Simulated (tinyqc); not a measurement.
Electron counts at which the sphere reaches the zone: Brillouin zone and empty-lattice bands of the fcc structure.

Primitive vectors a (0,1/2,1/2), a (1/2,0,1/2), a (1/2,1/2,0); one atom. Reciprocal vectors obey a_i.b_j = 2 pi delta_ij; k is given in units of 2 pi/a. Empty-lattice levels are c0 (2 pi/a)^2 |k + G|^2, c0 = hbar^2/2m0. Points: X = (1, 0, 0), L = (0.5, 0.5, 0.5), K = (0.75, 0.75, 0), W = (1, 0.5, 0), U = (1, 0.25, 0.25).

Constants: hbar^2/2m0 = 3.80998211 eV angstrom^2.

Inputs chosen for the exercise (out of a larger set: lattice near that of Al; not measured data): a = 4.061 angstrom (lattice constant).

Z = V kF^3/(3 pi^2), V the volume of the primitive cell, with kF = |k| of each point.

Results:

| point | \|k\| (2 pi/a) | Z per atom | EF there (eV) |
|---|---|---|---|
| X | 1.0000 | 2.094 | 9.120 |
| L | 0.8660 | 1.360 | 6.840 |
| K | 1.0607 | 2.499 | 10.261 |
| W | 1.1180 | 2.927 | 11.401 |
| U | 1.0607 | 2.499 | 10.261 |

What does the comparison show?

The sphere first touches the zone at L, for Z = 1.360, and covers it at W, for Z = 2.927, while the zone itself holds 2 electrons per atom. These counts do not depend on a. First contact at 1.36 (fcc) and 1.48 (bcc) is the free-electron argument for the Hume-Rothery limits of brasses.

Computed by tinyqc, a small Python program: `OMP_NUM_THREADS=1 python tinyqc.py 1881068 1881069 out.jsonl` (the numbers bound the seed that draws the inputs); one thread of a shared host (Intel(R) Xeon(R) Processor @ 2.30GHz), about 0.01 s for the whole set of steps.
